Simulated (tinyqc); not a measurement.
Energy and lattice constant: complex band structure along [001] in sp3s* tight binding.

For k = (0, 0, kz) the phase sums are g0 = cos(phi) and g3 = i sin(phi), phi = kz a/4, and the s, pz, s* orbitals of anion (a) and cation (c) decouple from px, py. With z = exp(i phi), H(z) = H0 + z T + T^T/z for any complex z. H0 is diagonal (Esa, Epa, Exa, Esc, Epc, Exc). The anion-cation block is B(z) = z U + W/z and the cation-anion block z W^T + U^T/z, where U has Vss/2 (s,s), Vsapc/2 (s,z), -Vscpa/2 (z,s), Vxx/2 (z,z), Vxapc/2 (s*,z), -Vpaxc/2 (z,s*), and W has the same values with the s-z and s*-z signs reversed. |z| = 1 is a band state, |z| < 1 decays along [001] as exp(-kappa d) over a distance d, kappa = -(4/a) ln|z|. No spin-orbit coupling.

Inputs chosen for the exercise (out of a larger set: near a published set for AlAs, fitted to gaps, whose masses and valley positions are rough (light masses up to twice too heavy); not measured data): p = (-7.477, 0.982, -1.149, 3.559, 7.424, 6.762, -6.707, 1.892, 4.284, 5.106, 5.501, 4.557, 4.946) eV (order Esa, Epa, Esc, Epc, Exa, Exc, Vss, Vxx, Vxy, Vsapc, Vscpa, Vxapc, Vpaxc); a = 5.662 angstrom (lattice constant); dE = 0.57 eV (E - Ev).

The slowest root of the s-pz block and the heavy-hole branch, sinh^2(kappa a/4) = ((E - Epa)(E - Epc) - Vxx^2)/(Vxx^2 - Vxy^2), at E = Ev + dE with Ev the lower root of [[Epa, Vxx], [Vxx, Epc]]; the couplings are kept when a changes.

Results for these values:

| case | slowest kappa (1/angstrom) | heavy-hole kappa (1/angstrom) |
|---|---|---|
| base | 0.1428 | 0.2711 |

What happens to each result for dE = 0.6 eV, all else kept?

Answer: slowest kappa rises from 0.1428 to 0.1458; heavy-hole kappa rises from 0.2711 to 0.2768.

The same for each parameter in turn:

| case | slowest kappa (1/angstrom) | heavy-hole kappa (1/angstrom) |
|---|---|---|
| base | 0.1428 | 0.2711 |
| dE = 0.6 eV | 0.1458 | 0.2768 |
| a = 5.832 angstrom | 0.1386 | 0.2632 |

With the couplings fixed, kappa a stays, so kappa scales as 1/a.

tinyqc: `OMP_NUM_THREADS=1 python tinyqc.py 1451514 1451515 out.jsonl`; about 0.02 s, one thread, shared Intel(R) Xeon(R) Processor @ 2.30GHz.
